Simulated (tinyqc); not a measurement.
Worked calculation: free-carrier optics of a doped semiconductor (Drude model with one polar phonon). Values are carried at full precision from step to step, so a last printed digit may differ when a step is redone from the rounded ones.

eps(E) = ei [1 - Ep^2/(E^2 + i E Gam)] + (es - ei) wT^2/(wT^2 - E^2 - i E gT), with Ep^2 = 8 pi c (e^2/(4 pi eps0)) N/(m ei), c = hbar^2/2m0, N in 1/angstrom^3 (1e-24 per 1/cm^3); Gam = hbar/tau, tau = mu m m0/e with m0/e = 5.685630e-12 kg/C and mu in m^2/(V s). Energies in meV.

Constants: hbar^2/2m0 = 3.80998211 eV angstrom^2; e^2/(4 pi eps0) = 14.39964547 eV angstrom; hbar = 6.58211957e-16 eV s; hbar c = 1973.269805 eV angstrom.

Parameters, chosen for this exercise (mass and dielectric values near those of InAs; N and mu are free inputs; interband absorption and the rise of the mass with filling are left out; the results hold for these values, not for the real material):
```
symbol  value    unit        meaning
N       6.7e+16  1/cm^3      carrier density
m       0.0258   m0          conductivity mass
mu      8000     cm^2/(V s)  mobility
ei      12.37                high-frequency dielectric constant
wT      26.6     meV         TO phonon
es      14.97                static dielectric constant
gT      0.6      meV         phonon damping
E       48.4     meV         photon energy
```

## Plasma energy and damping

Evaluate Ep, tau, Gam, the plasma wavelength hc/Ep (hc = 1239.841984 eV nm) and the dc resistivity 1/(e N mu), e = 1.602176634e-19 C.

Ep = 17.01 meV
tau = 117.35 fs
Gam = 5.61 meV
plasma wavelength = 72.87 micrometre
rho = 0.0116 ohm cm

Ep/Gam = 3.03: the edge is smeared by scattering.

## Dielectric function at one energy

Insert the numbers.

free-carrier term = -1.5083+0.1748i
eps = 9.7369+0.1948i

## Optical constants

n + i k = sqrt(eps1 + i eps2) with k >= 0; R = ((n - 1)^2 + k^2)/((n + 1)^2 + k^2) at normal incidence from vacuum; alpha = 2 E k/(hbar c), times 1e8 for 1/cm; loss function Im(-1/eps) = eps2/(eps1^2 + eps2^2).

Convert eps at the photon energy E (in meV) into the optical constants.

n = 3.1206
k = 0.0312
R = 0.2649
alpha = 153 1/cm

Light of this energy penetrates 1/alpha = 65.3 micrometre.

## Coupled plasmon-phonon modes

Without damping eps = 0 gives E^4 - (wL^2 + Ep^2) E^2 + Ep^2 wT^2 = 0 with wL = wT sqrt(es/ei) (Lyddane-Sachs-Teller).

wL = 29.26 meV

L-, L+ (meV): 14.89  30.40

L+ lies 1.14 meV above the larger of wL and Ep; L- lies below wT by 11.71 meV.

## Checks

- Integral of E eps2 of the free-carrier term against (pi/2) ei Ep^2 (meV^2): both 5624.6.

(tinyqc, `OMP_NUM_THREADS=1 python tinyqc.py 1651671 1651672 out.jsonl`, Intel(R) Xeon(R) Processor @ 2.30GHz, 1 thread, shared host, about 0.01 s.)
